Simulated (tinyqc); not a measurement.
RKS/BLYP in the sto-6g basis, for H2, spin multiplicity 1, step by step. One step of it, computed by the program tinyqc.

Problem. Iteration 2 (converged): orbitals. Diagonalise F' = X^T F X, C = X C', fill 1 alpha and 1 beta electrons from the bottom; D = 2 C_occ C_occ^T. Each column has its largest component positive (the first on a tie).

Kohn-Sham matrix F (hartree):
```
           1H 1s      2H 1s
1H 1s  -0.189200  -0.295524
2H 1s  -0.295524  -0.189200
```

X:
```
           1H 1s      2H 1s
1H 1s   1.141341  -0.335992
2H 1s  -0.335992   1.141341
```

Give: F' = X^T F X; orbital energies; coefficients C; D after iteration 2.

Solution.

F' = X^T F X (hartree):
```
        1       2
1  -0.041  -0.273
2  -0.273  -0.041
```

orbital energies (hartree): MO1 -0.314, MO2 0.232

coefficients C:
```
         MO1     MO2
1H 1s  0.569   1.045
2H 1s  0.569  -1.045
```

D after iteration 2:
```
       1H 1s  2H 1s
1H 1s  0.649  0.649
2H 1s  0.649  0.649
```
